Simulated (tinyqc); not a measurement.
Hubbard ring of 4 sites, step by step. One step of it, computed by the program tinyqc.

Problem. Mean-field iteration 2. H(up) = T + U n(down), H(down) = T + U n(up); fill the lowest levels; n(new) = n + mixing (n(out) - n); E = tr T (rho up + rho down) + U sum n_up n_down of the output.

one-body matrix (hopping and site energies) (eV), lower triangle:
```
           1          2          3         4
1   0.000000
2  -1.070000   0.000000
3   0.000000  -1.070000   0.000000
4  -1.070000   0.000000  -1.070000  0.000000
```

U = 0.800000 eV

electrons, up and down: 2  2

mixing = 0.500000

n(up) after iteration 1: 1 0.652336, 2 0.347664, 3 0.652336, 4 0.347664

n(down) after iteration 1: 1 0.347664, 2 0.652336, 3 0.347664, 4 0.652336

Give: levels, up; levels, down; energy; n(up) after iteration 2; n(down) after iteration 2.

Solution.

levels, up (eV): -1.7435  0.2781  0.5219  2.5435

levels, down (eV): -1.7435  0.2781  0.5219  2.5435

energy = -3.6965 eV

n(up) after iteration 2: 1 0.7083, 2 0.2917, 3 0.7083, 4 0.2917

n(down) after iteration 2: 1 0.2917, 2 0.7083, 3 0.2917, 4 0.7083
